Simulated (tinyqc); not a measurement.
## Undoped symmetric double-gate MOSFET, analytic potential model: transfer curve and volume inversion

An undoped body of thickness ts between two equal insulators and tied gates; long channel, electrons only, n = ni exp((psi - V)/Vt) with V the quasi-Fermi potential (0 at the source, Vd at the drain), constant mobility, no quantisation. Across the body psi(x) = V - 2 Vt ln[(ts/(2 beta)) sqrt(q ni/(2 eps0 eps_r Vt)) cos(2 beta x/ts)], x from the centre. Q is the electron charge per area of the whole body.

ni = sqrt(Nc Nv) exp(-Eg/(2 Vt)), Eg in volts; r = eps_r tox/(eox ts); V0 = dphi + 2 Vt ln[(2/ts) sqrt(2 eps0 eps_r Vt/(q ni))]. beta (between 0 and pi/2) solves (Vg - V0 - V)/(2 Vt) = ln(beta) - ln(cos beta) + 2 r beta tan(beta). Q = 8 eps0 eps_r Vt beta tan(beta)/ts; I = mu (1/L)(4 eps0 eps_r/ts)(2 Vt)^2 [g(beta_s) - g(beta_d)] per width, g = beta tan(beta) - beta^2/2 + r beta^2 tan^2(beta), with beta_s at V = 0 and beta_d at V = Vd. The drop is psi(surface) - psi(centre) at the source end; C = dQs/dVg, Cg = 2 eps0 eox/tox; gm = dI/dVg.

Values chosen for this exercise; material values close to those of silicon:
```
symbol,value,unit,meaning
T,300,K,temperature
Eg,1.11,eV,band gap
eps_r,11.6,,relative permittivity of the semiconductor
Nc,2.82e19,cm^-3,conduction-band density of states at T
Nv,2.61e19,cm^-3,valence-band density of states at T
eox,3.85,,relative permittivity of the gate insulator
tox,2.5,nm,insulator thickness
ts,8,nm,body thickness
dphi,-0.12,V,gate work function less that of the intrinsic body
mu,110,cm^2/(V s),channel mobility
L,1,um,gate length
Vd,1,V,drain voltage
```

Constants: q = 1.602176634e-19 C, kB = 1.380649e-23 J/K, Vt = kB T/q, eps0 = 8.8541878128e-14 F/cm where lengths are in cm. Results are converted to the units shown.

Transfer curve and volume inversion:
```
Vg (V),Qs (nC/cm^2),drop (mV),C/Cg,I (uA/um),gm/I (1/V)
0.07,0.002567,2.500e-4,3.642e-5,7.301e-6,38.68
0.22,0.8382,0.08156,0.01172,0.002400,38.41
0.37,77.72,7.212,0.4843,0.3628,23.56
0.52,346.1,27.58,0.7609,3.711,10.26
0.67,677.2,46.05,0.8462,12.11,6.153
0.82,1033,60.93,0.8881,26.19,4.338
0.97,1401,73.05,0.9128,46.26,3.333
1.12,1778,83.14,0.9289,72.48,2.699
1.27,2161,91.74,0.9402,105.0,2.259
```

Read the table: what changes, and by how much?

The current rises from 7.30e-6 to 105 uA/um. In the first row gm/I is 38.7 1/V, within 0.01 % of 1/Vt: with no depletion charge the whole body follows the gate, and the swing is ideal. The drop between surface and centre goes from 2.5e-4 to 91.7 mV and passes Vt at Vg = 0.52 V among the rows; below that the density varies across the body by less than a factor of e (volume inversion). C reaches 0.94 of Cg in the last row. For Vg = 0.67 to 1.27 V the surface density at the source passes 0.3 Nc, where Boltzmann statistics fail.

Program tinyqc, `OMP_NUM_THREADS=1 python tinyqc.py 2440152 2440153 out.jsonl`; Intel Xeon 2.30GHz, shared host, one thread, about 0.02 s.
